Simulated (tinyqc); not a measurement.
# Read current of a NAND string, cells in series solved by shooting: two studies

Cells in series, numbered from 0 at the source line (0 V) to the bit line, each followed by a gap resistance Rg. A cell with gate Vg, threshold VT, source Vs and drain Vd passes I = 2 nf K Vt^2 [F(Vs) - F(Vd)]/(1 + th max(Vg - VT, 0)), F(V) = ln^2(1 + exp((Vg - VT - nf V)/(2 nf Vt))). The selected cell has Vg = Vr, the others Vg = Vp.

Values chosen for this exercise; values of the order met in vertical NAND strings:

| symbol | value | unit | meaning |
|---|---|---|---|
| T | 300 | K | temperature |
| K | 8.4 | uA/V^2 | gain factor of a cell |
| nf | 2.1 |  | slope factor |
| th | 0.13 | 1/V | mobility reduction factor |
| Rg | 4.9 | kohm | resistance of the gap between cells |
| Vbl | 0.3 | V | bit-line voltage |
| Vp | 7.2 | V | pass voltage |
| Ve | -1.3 | V | threshold of an erased cell |
| Vh | 4.2 | V | threshold of the highest state |
| Vx | 1.9 | V | threshold of the selected cell |
| Is | 10 | nA | sensing current |
| Vr | 3.81 | V | read voltage on the selected word line |

Constants: q = 1.602176634e-19 C, kB = 1.380649e-23 J/K, Vt = kB T/q. Results are converted to the units shown.

Each table varies one quantity; the others keep the values above.

## Read current against the number of cells

For a trial current I start at 0 V and, cell by cell, solve for the drain: sqrt(F(Vd)) = sqrt(F(Vs) - I/k), k = 2 nf K Vt^2/(1 + th max(Vg - VT, 0)), Vd = [Vg - VT - 2 nf Vt ln(exp(sqrt F) - 1)]/nf, then add I Rg. The string current is the I for which the last node reaches Vbl. The apparent threshold is the Vr at which I = Is. Background: all other cells erased (VT = Ve) or all in the highest state (VT = Vh); ratio and shift are high over erased and high minus erased. The selected cell is in the middle, cell n/2.

Result of one run:

| n | I, others erased (uA) | I, others high (uA) | ratio | apparent VT, erased (V) | apparent VT, high (V) | background shift (mV) |
|---|---|---|---|---|---|---|
| 192 | 0.04359 | 0.02342 | 0.5373 | 1.961 | 2.015 | 54.54 |

What becomes of these results when the number of cells n is changed from 192 to 16, all else the same?

Result of the changed run:

| n | I, others erased (uA) | I, others high (uA) | ratio | apparent VT, erased (V) | apparent VT, high (V) | background shift (mV) |
|---|---|---|---|---|---|---|
| 16 | 0.4753 | 0.2738 | 0.5760 | 1.896 | 1.901 | 4.336 |

The whole series:

| n | I, others erased (uA) | I, others high (uA) | ratio | apparent VT, erased (V) | apparent VT, high (V) | background shift (mV) |
|---|---|---|---|---|---|---|
| 8 | 0.8629 | 0.5320 | 0.6166 | 1.894 | 1.896 | 2.160 |
| 16 | 0.4753 | 0.2738 | 0.5760 | 1.896 | 1.901 | 4.336 |
| 32 | 0.2502 | 0.1389 | 0.5550 | 1.902 | 1.911 | 8.768 |
| 64 | 0.1285 | 0.06993 | 0.5444 | 1.914 | 1.932 | 17.65 |
| 96 | 0.08640 | 0.04673 | 0.5409 | 1.926 | 1.952 | 26.66 |
| 128 | 0.06510 | 0.03509 | 0.5391 | 1.937 | 1.973 | 35.79 |
| 192 | 0.04359 | 0.02342 | 0.5373 | 1.961 | 2.015 | 54.54 |

With erased neighbours the current falls from 0.863 to 0.0436 uA, as n^(-0.86) between the first two rows and n^(-0.99) between the last two (-1 once the series resistance rules). The ratio falls from 0.617 to 0.537 and the background shift rises from 2.16 to 54.5 mV.

## Effect of the position of the selected cell

Same model as above.

The string has 128 cells, numbered from the source.

Effect of the position of the selected cell:

| j | I, others erased (uA) | I, others high (uA) | ratio | apparent VT, erased (V) | apparent VT, high (V) | background shift (mV) |
|---|---|---|---|---|---|---|
| 0 | 0.06527 | 0.03512 | 0.5380 | 1.891 | 1.891 | 0.03738 |
| 18 | 0.06523 | 0.03511 | 0.5383 | 1.904 | 1.914 | 9.906 |
| 36 | 0.06518 | 0.03510 | 0.5386 | 1.917 | 1.937 | 19.92 |
| 54 | 0.06513 | 0.03510 | 0.5389 | 1.930 | 1.960 | 30.08 |
| 73 | 0.06507 | 0.03509 | 0.5393 | 1.944 | 1.985 | 40.98 |
| 91 | 0.06500 | 0.03508 | 0.5397 | 1.957 | 2.009 | 51.46 |
| 109 | 0.06492 | 0.03506 | 0.5401 | 1.970 | 2.032 | 62.10 |
| 127 | 0.06484 | 0.03505 | 0.5406 | 1.984 | 2.057 | 72.91 |

From the source end to the bit-line end the apparent VT with high neighbours rises from 1.891 to 2.057 V and the background shift rises from 0.0374 to 72.9 mV. Cells and gaps on the source side raise the source of the selected cell, which costs nf times that voltage in gate drive; those on the drain side only lower its drain voltage.

tinyqc, about 0.8 s, one thread, Intel Xeon 2.30GHz (shared host): `OMP_NUM_THREADS=1 python tinyqc.py 2142098 2142099 out.jsonl`
